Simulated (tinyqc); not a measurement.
## Trap density from one capacitance

Inverse problem. Traps spread evenly through the insulator exchange electrons with the semiconductor by tunnelling, with tau(x) = t0 exp(2 ka x) at depth x from the interface. The admittance per area Y seen at depth x obeys dY/dx = -Y^2/(i w eps0 eox) + q Nb ln(1 + i w tau)/tau, with Y(0) = i w Cs and w = 2 pi f; the gate sees Y(tox) = G + i w C. Working variable y = Y/(i w), in uF/cm^2. Cox = eps0 eox/tox. Find Nb and G/w.

Parameters, values chosen for the exercise:
- eox = 8.29 (relative permittivity of the insulator)
- tox = 3.3 nm (insulator thickness)
- Cs = 4 uF/cm^2 (semiconductor capacitance in accumulation)
- ka = 6.4 1/nm (decay constant of the wave function in the insulator)
- t0 = 8e-11 s (time constant of a trap at the interface)
- f = 100 Hz (frequency)

Constants: q = 1.602176634e-19 C, eps0 = 8.8541878128e-14 F/cm where lengths are in cm. Results are converted to the units shown.

C = 1.4546918 uF/cm^2

Answer. C rises steadily with Nb, so one density matches; in practice ka and t0 must come from the frequency dependence.

Nb = 4.60e18 cm^-3 eV^-1
G/w = 0.00350 uF/cm^2

Computed by the program tinyqc: `OMP_NUM_THREADS=1 python tinyqc.py 2202102 2202103 out.jsonl`, one thread of a shared Intel Xeon 2.30GHz, about 0.3 s for the whole run.
